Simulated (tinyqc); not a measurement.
Extended Hueckel theory, for H3+, step by step. The parameters take no account of the charge, which enters only through the electron count. One step of it, computed by the program tinyqc.

Task: Orbitals. Solve H C = S C e through S^(-1/2); fill by pairs from the bottom, a degenerate level sharing its electrons equally; each orbital has its largest coefficient positive (the first on a tie).

H (eV), order 1H 1s, 2H 1s, 3H 1s:
$$\begin{pmatrix}
-13.600000 & -11.587733 & -11.589977 \\
-11.587733 & -13.600000 & -11.589977 \\
-11.589977 & -11.589977 & -13.600000
\end{pmatrix}$$

overlap S, order 1H 1s, 2H 1s, 3H 1s:
$$\begin{pmatrix}
1.000000 & 0.568026 & 0.568136 \\
0.568026 & 1.000000 & 0.568136 \\
0.568136 & 0.568136 & 1.000000
\end{pmatrix}$$

valence electrons = 2

Give: orbital energies; occupations; coefficients; sum of one-electron energies.

Result:

orbital energies (eV): [-17.217, -4.658, -4.653]

occupations: [2.000, 0.000, 0.000]

coefficients, order 1H 1s, 2H 1s, 3H 1s:
$$\begin{pmatrix}
0.395 & 1.076 & -0.621 \\
0.395 & -1.076 & -0.621 \\
0.395 & 0.000 & 1.242
\end{pmatrix}$$

sum of one-electron energies = -34.434 eV
